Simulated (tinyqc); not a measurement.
RKS/B3LYP (VWN-RPA form) in the 6-31g basis, for H3+, spin multiplicity 1, step by step. One step of it, computed by the program tinyqc.

Task: Iteration 1: diagonalisation and new density. Diagonalise F' = X^T F X, C = X C', fill 1 alpha and 1 beta electrons from the bottom; D = 2 C_occ C_occ^T. Each column has its largest component positive (the first on a tie).

Kohn-Sham matrix F (hartree), order 1H 1s, 1H 2s, 2H 1s, 2H 2s, 3H 1s, 3H 2s:
$$\begin{pmatrix}
-0.478686 & -0.666927 & -0.452978 & -0.520896 & -0.453386 & -0.521101 \\
-0.666927 & -0.655098 & -0.520850 & -0.595173 & -0.521076 & -0.595295 \\
-0.452978 & -0.520850 & -0.478688 & -0.666841 & -0.452656 & -0.520705 \\
-0.520896 & -0.595173 & -0.666841 & -0.655019 & -0.520725 & -0.595091 \\
-0.453386 & -0.521076 & -0.452656 & -0.520725 & -0.478645 & -0.666880 \\
-0.521101 & -0.595295 & -0.520705 & -0.595091 & -0.666880 & -0.655070
\end{pmatrix}$$

X, order 1H 1s, 1H 2s, 2H 1s, 2H 2s, 3H 1s, 3H 2s:
$$\begin{pmatrix}
-0.765488 & 0.253222 & 0.690207 & 0.798138 & -0.264020 & 0.178348 \\
1.916205 & -0.633324 & -0.502993 & 0.318695 & -0.105357 & 0.244916 \\
0.163462 & -0.789684 & 0.690865 & -0.170218 & 0.822425 & 0.178269 \\
-0.409133 & 1.974794 & -0.502542 & -0.068153 & 0.329080 & 0.244860 \\
0.602157 & 0.536275 & 0.690471 & -0.627667 & -0.558762 & 0.178316 \\
-1.507269 & -1.341188 & -0.502813 & -0.250900 & -0.223215 & 0.244894
\end{pmatrix}$$

Give: F' = X^T F X; orbital energies; coefficients C; D after iteration 1.

Result:

F' = X^T F X (hartree):
$$\begin{pmatrix}
0.3219 & 0.0000 & 0.0001 & -0.3470 & 0.0000 & 0.0000 \\
0.0000 & 0.3219 & -0.0001 & 0.0000 & -0.3464 & 0.0000 \\
0.0001 & -0.0001 & 0.1791 & 0.0000 & 0.0000 & -0.2371 \\
-0.3470 & 0.0000 & 0.0000 & -0.1603 & 0.0000 & 0.0000 \\
0.0000 & -0.3464 & 0.0000 & 0.0000 & -0.1615 & 0.0000 \\
0.0000 & 0.0000 & -0.2371 & 0.0000 & 0.0000 & -0.9118
\end{pmatrix}$$

orbital energies (hartree): MO1 -0.9611, MO2 -0.3422, MO3 -0.3417, MO4 0.2283, MO5 0.5026, MO6 0.5033

coefficients C, order 1H 1s, 1H 2s, 2H 1s, 2H 2s, 3H 1s, 3H 2s:
$$\begin{pmatrix}
0.3152 & -0.1122 & 0.3541 & 0.6399 & 0.3349 & -1.0517 \\
0.1374 & -0.3713 & 1.1751 & -0.5429 & -0.4956 & 1.5558 \\
0.3151 & 0.3630 & -0.0799 & 0.6396 & -1.0783 & 0.2358 \\
0.1375 & 1.2018 & -0.2655 & -0.5414 & 1.5951 & -0.3486 \\
0.3151 & -0.2509 & -0.2741 & 0.6397 & 0.7427 & 0.8166 \\
0.1374 & -0.8301 & -0.9100 & -0.5421 & -1.0989 & -1.2077
\end{pmatrix}$$

D after iteration 1, order 1H 1s, 1H 2s, 2H 1s, 2H 2s, 3H 1s, 3H 2s:
$$\begin{pmatrix}
0.1987 & 0.0866 & 0.1987 & 0.0867 & 0.1987 & 0.0866 \\
0.0866 & 0.0377 & 0.0866 & 0.0378 & 0.0866 & 0.0377 \\
0.1987 & 0.0866 & 0.1986 & 0.0866 & 0.1986 & 0.0866 \\
0.0867 & 0.0378 & 0.0866 & 0.0378 & 0.0866 & 0.0378 \\
0.1987 & 0.0866 & 0.1986 & 0.0866 & 0.1986 & 0.0866 \\
0.0866 & 0.0377 & 0.0866 & 0.0378 & 0.0866 & 0.0378
\end{pmatrix}$$
